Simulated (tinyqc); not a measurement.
Strained Delta valleys, repopulation and conductivity mass: one step of the calculation.

A cubic crystal with three pairs of conduction valleys along x, y and z under uniaxial stress X along [110] (X > 0 is tension); current along [110]. Non-degenerate electrons, fixed total density, one relaxation time for all valleys and stresses, masses unchanged by strain, so the mobility goes as the mean inverse mass.

Question. Conductivity mass and mobility. Inverse mass along the current d = [110]: (n.d)^2/ml + (1 - (n.d)^2)/mt; mu/mu0 = sum f (1/m) over the plain mean of 1/m.

Values chosen for this exercise:
```
symbol,value,unit,meaning
ml,0.919,m0,longitudinal mass
mt,0.189,m0,transverse mass
```

share f, valley x to z: 0.31548815  0.31548815  0.36902370

Wanted: 1/m along d; conductivity mass; unstrained value; mu/mu0.

Answer.

1/m along d, valley x to z (1/m0): 3.190  3.190  5.291
conductivity mass = 0.2522 m0
unstrained value = 0.2571 m0
mu/mu0 = 1.019

The possible range, all electrons in one kind of valley, is 0.820 to 1.36.

Range of the model: Shear strain also changes the transverse masses of these valleys, which is left out.

Numbers from tinyqc (`OMP_NUM_THREADS=1 python tinyqc.py 2530086 2530087 out.jsonl`; about 0.01 s on one thread of a shared Intel Xeon 2.30GHz).
